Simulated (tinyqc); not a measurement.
Cyclotron resonance of ellipsoidal valleys, Si type: one step. Line shape. Three cases, with inputs chosen for the exercise.

Task: For linear polarisation and one isotropic mass the absorbed power goes as P = [1 + (w^2 + wc^2) tau^2]/([1 + (wc^2 - w^2) tau^2]^2 + 4 w^2 tau^2), w = 2 pi nu. List it for wc/w = 0, 0.5, 0.8, 0.9, 1, 1.1, 1.2, 1.5 and 2, which is B over the resonance field.

Case 1.

Values chosen (out of a larger set: near those of Si; not measured data): nu = 9.4 GHz (microwave frequency); tau = 7.1 ps (scattering time).

Case 2.

Values chosen (out of a larger set: near those of Si; not measured data): nu = 35 GHz (microwave frequency); tau = 100 ps (scattering time).

Case 3.

Values chosen (out of a larger set: near those of Si; not measured data): nu = 24 GHz (microwave frequency); tau = 67 ps (scattering time).

Give: w tau; Power.

Result:

Case 1.

w tau = 0.419

Power:

| wc/w | P |
|---|---|
| 0.0 | 0.8505 |
| 0.5 | 0.8372 |
| 0.8 | 0.8150 |
| 0.9 | 0.8050 |
| 1.0 | 0.7935 |
| 1.1 | 0.7807 |
| 1.2 | 0.7666 |
| 1.5 | 0.7171 |
| 2.0 | 0.6188 |

The largest listed value lies at wc/w = 0.0, 1.0 times the zero-field value. With w tau below 1 there is no resolved resonance.

Case 2.

w tau = 21.991

Power:

| wc/w | P |
|---|---|
| 0.0 | 0.002064 |
| 0.5 | 0.004561 |
| 0.8 | 0.02490 |
| 0.9 | 0.08596 |
| 1.0 | 0.5003 |
| 1.1 | 0.08591 |
| 1.2 | 0.02479 |
| 1.5 | 0.004267 |
| 2.0 | 0.001147 |

The largest listed value lies at wc/w = 1.0, 242.4 times the zero-field value. With w tau well above 1 the line is sharp, of relative half width about 1/(w tau). The closest two lines of this crystal are 58.4 % apart, so they are resolved.

Case 3.

w tau = 10.103

Power:

| wc/w | P |
|---|---|
| 0.0 | 0.009701 |
| 0.5 | 0.02102 |
| 0.8 | 0.09987 |
| 0.9 | 0.2488 |
| 1.0 | 0.5012 |
| 1.1 | 0.2485 |
| 1.2 | 0.09937 |
| 1.5 | 0.01964 |
| 2.0 | 0.005394 |

The largest listed value lies at wc/w = 1.0, 51.7 times the zero-field value. With w tau well above 1 the line is sharp, of relative half width about 1/(w tau). The closest two lines of this crystal are 46.2 % apart, so they are resolved.

Computed by tinyqc, one run a case: `OMP_NUM_THREADS=1 python tinyqc.py N N+1 out.jsonl` with N = 1280584, 1280771, 1281157; one thread of a shared Intel(R) Xeon(R) Processor @ 2.30GHz, about 0.01 s a run at most.
